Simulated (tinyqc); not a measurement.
Plasmons of a degenerate electron gas in the random-phase approximation: one step. The plasmon at one wave vector. Three cases, with inputs chosen for the exercise.

Question. Solve f1 (qTF/q)^2 = -1 above the continuum, and compare with E^2 = Ep^2 + (3/5)(hbar vF q)^2 + (c q^2/m)^2.

Zero temperature, parabolic band: kF = (3 pi^2 n)^(1/3), EF = c kF^2/m, Ep^2 = 8 pi c e2 n/(m eb), qTF^2 = 6 pi e2 n/(eb EF), c = hbar^2/2m0, e2 = e^2/(4 pi eps0), n in 1/angstrom^3 (1e-24 per 1/cm^3).

Lindhard function: eps(q, E)/eb = 1 + (qTF/q)^2 (f1 + i f2) with z = q/(2 kF), u = E/(hbar vF q), hbar vF = 2 c kF/m; f1 = 1/2 + [h(z - u) + h(z + u)]/(8 z), h(x) = (1 - x^2) ln|(x + 1)/(x - 1)|; f2 = pi u/2 for z + u < 1, (pi/(8 z))(1 - (z - u)^2) for |z - u| < 1 < z + u, else 0. Pairs exist for c (q^2 - 2 q kF)/m < E < c (q^2 + 2 q kF)/m.

Constants: hbar^2/2m0 = 3.80998211 eV angstrom^2; e^2/(4 pi eps0) = 14.39964547 eV angstrom.

Give: top of the continuum; plasmon energy; short formula.

Case 1.

Values chosen (a free-electron density near that of Al; the results hold for these values, not for the real material): n = 1.8e+23 1/cm^3 (electron density); m = 1 m0 (mass); eb = 1 (background dielectric constant); qp = 0.535 1/angstrom (wave vector of the plasmon).

Answer.

top of the continuum = 8.211 eV
plasmon energy = 16.75 eV
short formula = 16.73 eV

The plasmon lies 8.543 eV above the continuum and 6.3 % above Ep; the short formula errs by -0.16 %.

Case 2.

Values chosen (a free-electron density near that of Na; the results hold for these values, not for the real material): n = 2.62e+22 1/cm^3 (electron density); m = 1 m0 (mass); eb = 1 (background dielectric constant); qp = 0.634 1/angstrom (wave vector of the plasmon).

Answer.

top of the continuum = 5.970 eV
plasmon energy = 7.228 eV
short formula = 7.092 eV

The plasmon lies 1.258 eV above the continuum and 20.3 % above Ep; the short formula errs by -1.89 %.

Case 3.

Values chosen (mass and background constant near those of GaN; polar phonons, which mix with the plasmon in the real crystal, and the rise of the mass with filling are left out; the results hold for these values, not for the real material): n = 1.5e+18 1/cm^3 (electron density); m = 0.2 m0 (mass); eb = 5.39 (background dielectric constant); qp = 0.0158 1/angstrom (wave vector of the plasmon).

Answer.

top of the continuum = 26.07 meV
plasmon energy = 47.18 meV
short formula = 47.05 meV

The plasmon lies 21.1 meV above the continuum and 7.7 % above Ep; the short formula errs by -0.27 %.

Computed by tinyqc, one run a case: `OMP_NUM_THREADS=1 python tinyqc.py N N+1 out.jsonl` with N = 1652373, 1652417, 1652425; one thread of a shared Intel(R) Xeon(R) Processor @ 2.30GHz, about 0.01 s a run at most.
